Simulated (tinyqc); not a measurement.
What each change does: conductance of a narrow metal strip with scatterers (square lattice, Green functions).

A strip of W sites across with hard walls, site energy 0 and hopping -t. Mode n = 1 to W has profile chi_n(j) = sqrt(2/(W + 1)) sin(n j pi/(W + 1)) and energy en = -2t cos(n pi/(W + 1)); E = en - 2t cos(kn a). With z_n = exp(i kn a) (Im k > 0 for closed modes, |z| < 1) each lead gives the self-energy -t z_n in mode n. One column carries the site energies v, here a uniform barrier across the strip, as of a grain boundary. In the mode basis V_nm = sum_j chi_n(j) v_j chi_m(j), G = (E - en + 2 t z_n - V)^-1, and t_nm = 2t sqrt(sin(kn a) sin(km a)) G_nm in size for open modes. T = sum |t_nm|^2, conductance (2e^2/h) T.

Constants: e^2/h = 3.874045865e-05 S.

Values chosen for the exercise (hopping and spacing of the size met in Cu or Al; the lattice is a model; shifted at random, so the results belong to these values and not to a real crystal):
- t = 1.14 eV (hopping)
- W = 3 (sites across)
- E = 0.46 eV (Fermi energy)
- v = (1, 1, 1) eV (site energies in the scattering column)

Open modes M, T and the added resistance (1/T - 1/M)/(2 e^2/h).

Results for these values:
```
case,M,T,added resistance (ohm)
base,3,2.1026,1836
```

What happens to each result for t = 1.186 eV, all else kept?

Answer: M does not change at the printed digits; T rises from 2.1026 to 2.1639; added resistance falls from 1836 to 1662.

The same for each parameter in turn:
```
case,M,T,added resistance (ohm)
base,3,2.1026,1836
t = 1.186 eV,3,2.1639,1662
E = 0.55 eV,3,1.9767,2227
"v = (1.3, 1.3, 1.3) eV",3,1.7916,2902
```

Computed by tinyqc, a small Python program: `OMP_NUM_THREADS=1 python tinyqc.py 1450992 1450993 out.jsonl` (the numbers bound the seed that draws the inputs); one thread of a shared host (Intel(R) Xeon(R) Processor @ 2.30GHz), about 0.01 s for the whole set of steps.
